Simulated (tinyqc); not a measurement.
From results back to parameters: shallow donor in effective-mass theory, with valley-orbit splitting. Two cases, with inputs chosen for the exercise.

Problem. Without strain the levels are A1 = E0 - D0 - 4 D1 - D2, T2 = E0 - D0 + D2 and E = E0 - D0 + 2 D1 - D2. They were computed from hidden D0, D1 and D2.

Case 1.

Values chosen (out of a larger set: near those of a group-V donor in Si; not measured data): E0 = -30.6 meV (single-valley level).

A1, T2, E (meV): -44.980  -33.060  -31.720

Case 2.

Values chosen (out of a larger set: near those of a group-V donor in Si; not measured data): E0 = -34.6 meV (single-valley level).

A1, T2, E (meV): -49.210  -37.290  -35.890

Find: D1; D2; D0.

Solution. E - A1 = 6 D1, T2 - E = 2 D2 - 2 D1, and the mean (A1 + 3 T2 + 2 E)/6 is E0 - D0.

Case 1.

D1 = 2.21 meV
D2 = 1.54 meV
D0 = 4.00 meV

Case 2.

D1 = 2.22 meV
D2 = 1.52 meV
D0 = 4.21 meV

Computed by tinyqc, one run a case: `OMP_NUM_THREADS=1 python tinyqc.py N N+1 out.jsonl` with N = 1280187, 1280220; one thread of a shared Intel(R) Xeon(R) Processor @ 2.30GHz, about 0.01 s a run at most.
